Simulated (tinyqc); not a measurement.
# Schottky diode by the thermionic emission-diffusion theory: two studies

Metal on an n-type semiconductor with one parabolic valley; V > 0 is forward bias (metal positive). The band bends as a parabola over the depletion layer, by Vd = Vbi - V; no image force. Carriers drift and diffuse up to the interface and leave it with the velocity vR.

Parameters, values chosen for the exercise; band and dielectric values close to those of gallium arsenide: temperature T = 300 K; electron mass me = 0.0668 m0; relative permittivity eps_r = 12.9; electron mobility mun = 7900 cm^2/(V s); barrier height seen from the metal phi = 0.42 eV; donor density Nd = 1.8e16 cm^-3; bias V = 0.076 V.

Constants: q = 1.602176634e-19 C, kB = 1.380649e-23 J/K, h = 6.62607015e-34 J s, m0 = 9.1093837015e-31 kg, Vt = kB T/q, eps0 = 8.8541878128e-14 F/cm where lengths are in cm. Results are converted to the units shown.

Each table varies one quantity; the others keep the values above.

## Effect of the doping

A* = 4 pi q me m0 kB^2/h^3 (times 1e-4 for A/(cm^2 K^2)); Nc = 2 (2 pi me m0 kB T/h^2)^1.5 (times 1e-6 for cm^-3); Vbi = phi - Vt ln(Nc/Nd); vR = A* T^2/(q Nc). LD = sqrt(eps0 eps_r Vt/(q Nd)), a = sqrt((Vbi - V)/Vt), D(a) = exp(-a^2) int_0^a exp(s^2) ds (Dawson), vD = mun Vt/(sqrt(2) LD D(a)). J = q Nc [vR vD/(vR + vD)] exp(-phi/Vt) [exp(V/Vt) - 1].

The same in every row: vR (cm/s) = 1.0408e7.

Results:

| Nd (cm^-3) | vD (cm/s) | vD/(vR + vD) | J (A/cm^2) |
|---|---|---|---|
| 8.4e13 | 1.1521e7 | 0.52537 | 0.59808 |
| 2.6e14 | 2.3387e7 | 0.69202 | 0.78779 |
| 2.4e15 | 8.6908e7 | 0.89305 | 1.0166 |
| 7.3e15 | 1.6355e8 | 0.94017 | 1.0703 |
| 2.2e16 | 3.0299e8 | 0.96679 | 1.1006 |
| 6.9e16 | 5.6933e8 | 0.98205 | 1.1179 |

Estimate the missing row, Nd = 7.9e14 cm^-3.

Computed row:

| Nd (cm^-3) | vD (cm/s) | vD/(vR + vD) | J (A/cm^2) |
|---|---|---|---|
| 7.9e14 | 4.5552e7 | 0.81400 | 0.92665 |

With this row back in the table: vD rises from 1.15e7 to 5.69e8 cm/s, as Nd^(0.58) at fixed mobility, and J rises from 0.598 to 1.12 A/cm^2, while the pure emission value 1.14 A/cm^2 does not depend on Nd. In 5 of the 7 rows vD exceeds 3e7 cm/s, beyond usual saturation velocities, since the low-field mobility is used at the surface field.

## Current against voltage

Same model as above.

Ideality n = (dV/d ln[J/(1 - exp(-V/Vt))])/Vt.

Current against voltage:

| V (V) | vD (cm/s) | vD/(vR + vD) | J (A/cm^2) | n |
|---|---|---|---|---|
| 0.05 | 2.860e8 | 0.9649 | 0.3629 | 1.002 |
| 0.08 | 2.686e8 | 0.9627 | 1.290 | 1.002 |
| 0.11 | 2.500e8 | 0.9600 | 4.238 | 1.003 |
| 0.14 | 2.297e8 | 0.9567 | 13.61 | 1.003 |
| 0.17 | 2.073e8 | 0.9522 | 43.36 | 1.005 |
| 0.2 | 1.821e8 | 0.9459 | 137.6 | 1.007 |
| 0.23 | 1.541e8 | 0.9367 | 435.0 | 1.010 |
| 0.26 | 1.242e8 | 0.9227 | 1368 | 1.016 |

What does the table show?

vD falls from 2.86e8 to 1.24e8 cm/s and the share vD/(vR + vD) falls from 0.965 to 0.923; n goes from 1.002 to 1.016. It exceeds 1 only as far as vD, which falls with the surface field, limits the current. In every row vD exceeds 3e7 cm/s, beyond usual saturation velocities, since the low-field mobility is used at the surface field.

Numbers from tinyqc (`OMP_NUM_THREADS=1 python tinyqc.py 2640066 2640067 out.jsonl`; about 0.01 s on one thread of a shared Intel Xeon 2.30GHz).
